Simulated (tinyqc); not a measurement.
# Worked calculation: input admittance of a MOSFET at zero drain bias: distributed channel and distributed gate

Numbers from tinyqc (`OMP_NUM_THREADS=1 python tinyqc.py 2262245 2262246 out.jsonl`; about 0.01 s on one thread of a shared Intel Xeon 2.30GHz). Printed values are rounded.

Source and drain grounded, strong inversion, w = 2 pi f, Cox = eps0 eox/tox. The channel is an RC line of resistance 1/(mu Cox Vo) per square fed from both ends, so one finger has the intrinsic admittance y = i w Cox L tanh(g)/g per width, g = (1/2) sqrt(i w tau), tau = L^2/(mu Vo). The vertical resistance rv/L is in series with y, the overlaps 2 i w Cov in parallel: y_t = 1/(1/y + rv/L) + 2 i w Cov. The gate strip is a line of Rsh/L per length loaded by y_t, so a finger has Y = y_t Wf tanh(k)/k, k = (Wf/sd) sqrt(y_t Rsh/L); the device has Nf Y.

Values chosen for this exercise; values of the order met in silicon radio-frequency transistors: relative permittivity of the gate insulator (close to silicon dioxide) eox = 3.9; insulator thickness tox = 2.7 nm; channel length L = 1.7 um; finger width Wf = 9.9 um; number of fingers Nf = 8; channel mobility mu = 300 cm^2/(V s); gate overdrive Vo = 0.52 V; sheet resistance of the gate Rsh = 21 ohm/square; vertical resistivity of the gate stack rv = 0 ohm um^2; number of ends at which a finger is contacted sd = 2; overlap and fringe capacitance on each side Cov = 0.3 fF/um; frequency f = 0.96 GHz.

Constants: eps0 = 8.8541878128e-14 F/cm where lengths are in cm. Results are converted to the units shown.

## Low-frequency resistances and capacitance

Low-frequency limits, with c = Cox L and ct = c + 2 Cov: R_strip = Rsh Wf/(3 sd^2 L Nf), R_ch = (c/ct)^2 L/(12 mu Cox Vo Wf Nf), R_vert = (c/ct)^2 rv/(L Wf Nf), C = ct Wf Nf.

parts (ohm): strip 1.273897, channel 8.490302, vertical 0
sum = 9.764199 ohm
C = 1769.482 fF
1/(2 pi R C) = 9.211646 GHz

The channel term is the largest, 87.0 % of the sum.

## Admittance of the channel and stack per width

tau, g, c = Cox L, y and y_t as defined.

tau = 185.2564 ps
g = 0.3737379+0.3737379i
c = 21.74195 fF/um
y = 12.0598+129.7970i uS/um
y_t = 12.0598+133.4161i uS/um

w tau = 1.12, and Im y is 0.990 of w c.

## Input impedance of the device

k and Y as defined; Z = 1/(Nf Y) = R + 1/(i w C); Q = |Im Z|/R; signal at the point farthest from a contact |1/cosh k|.

k = 0.1486556+0.1358243i
Nf Y = 1.09555+10.53861i mS
R = 9.758830 ohm
C = 1766.040 fF
Q = 9.619459
signal at the far point = 0.9980424

R is 0.055 % below its low-frequency limit and C is 0.19 % below its own.
